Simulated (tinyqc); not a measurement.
Pariser-Parr-Pople SCF with singles CI, for the molecule O=c1ccccc(O)c1 (SMILES; centres numbered as the heavy atoms are written), step by step. One step of it, computed by the program tinyqc.

Problem. Singles CI, singlets. Over the 4 single excitations with the smallest orbital gaps: A = (e_a - e_i) delta + 2 (ia|jb) - (ij|ab), with (pq|rs) = sum c_mp c_mq gamma_mn c_nr c_ns. f = 2/3 w |mu|^2 in atomic units, mu = sqrt2 sum c_ia sum_m c_mi c_ma R_m.

orbital energies (eV): -15.000222  -13.422842  -12.236866  -10.818959  -9.073999  -2.807755  -1.997217  1.023754  1.874190

coefficients:
```
         MO1        MO2        MO3        MO4        MO5        MO6        MO7        MO8
1O  0.094984  -0.321696  -0.458100  -0.024839   0.663210  -0.040598   0.386147   0.019989
2C  0.183216  -0.427626  -0.431206  -0.017283   0.008969   0.033019  -0.446250  -0.041309
3C  0.126320  -0.417248  -0.046549   0.394630  -0.341146   0.522733  -0.097238   0.284784
4C  0.132550  -0.395559   0.303480   0.435773  -0.158012  -0.247864   0.471088  -0.425223
5C  0.188545  -0.291362   0.517901   0.022738   0.297915  -0.428119  -0.301536   0.494150
6C  0.294813  -0.143712   0.417103  -0.380530   0.267013   0.471196  -0.177666  -0.489659
7C  0.520627   0.061187   0.031515  -0.383077  -0.208384   0.160580   0.499627   0.425769
8O  0.674185   0.489781  -0.129456   0.461706   0.140563  -0.068245  -0.179764  -0.116549
9C  0.275394  -0.184149  -0.223588  -0.384984  -0.442145  -0.476257  -0.126258  -0.239092

          MO9
1O  -0.293279
2C   0.628741
3C  -0.414560
4C   0.234144
5C  -0.060608
6C  -0.094878
7C   0.278111
8O  -0.073103
9C  -0.443423
```

repulsion gamma_rs (eV):
```
           1O         2C         3C         4C         5C         6C         7C         8O
1O  15.200000   5.773265   4.155979   2.990823   2.564498   2.564280   2.990801   2.619679
2C   5.773265  11.130000   5.345136   3.773541   3.243926   3.243627   3.773721   3.128002
3C   4.155979   5.345136  11.130000   5.346273   3.773156   3.243332   3.243627   2.664483
4C   2.990823   3.773541   5.346273  11.130000   5.345539   3.773156   3.243926   2.664719
5C   2.564498   3.243926   3.773156   5.345539  11.130000   5.346273   3.773541   3.128026
6C   2.564280   3.243627   3.243332   3.773156   5.346273  11.130000   5.345136   4.425729
7C   2.990801   3.773721   3.243627   3.243926   3.773541   5.345136  11.130000   6.307297
8O   2.619679   3.128002   2.664483   2.664719   3.128026   4.425729   6.307297  21.500000
9C   4.156175   5.345691   3.772432   3.243428   3.243428   3.772432   5.345691   4.425951

           9C
1O   4.156175
2C   5.345691
3C   3.772432
4C   3.243428
5C   3.243428
6C   3.772432
7C   5.345691
8O   4.425951
9C  11.130000
```

Centres (angstrom, eV; a flat drawing with bonds scaled to 1.40 angstrom):

| centre | x | y | core charge z | W | gamma_rr |
|---|---|---|---|---|---|
| 1O | 2.356000 | -1.461000 | 1 | 17.700000 | 15.200000 |
| 2C | 1.261000 | -0.588000 | 1 | 11.160000 | 11.130000 |
| 3C | 1.573000 | 0.777000 | 1 | 11.160000 | 11.130000 |
| 4C | 0.700000 | 1.871000 | 1 | 11.160000 | 11.130000 |
| 5C | -0.700000 | 1.871000 | 1 | 11.160000 | 11.130000 |
| 6C | -1.573000 | 0.777000 | 1 | 11.160000 | 11.130000 |
| 7C | -1.261000 | -0.588000 | 1 | 11.160000 | 11.130000 |
| 8O | -2.356000 | -1.461000 | 2 | 33.000000 | 21.500000 |
| 9C | 0.000000 | -1.196000 | 1 | 11.160000 | 11.130000 |

Give: singlet CI matrix; singlet excitation energies; oscillator strengths.

Solution.

singlet CI matrix (eV):
```
         5>6      5>7      4>6      4>7
5>6   3.2390  -0.0369  -0.0694  -0.2564
5>7  -0.0369   4.5959   0.6696   0.0024
4>6  -0.0694   0.6696   5.0436  -0.0625
4>7  -0.2564   0.0024  -0.0625   5.6753
```

singlet excitation energies (eV): 3.2092  4.1131  5.5196  5.7120

oscillator strengths: 0.1097  0.1715  1.5950  0.5774
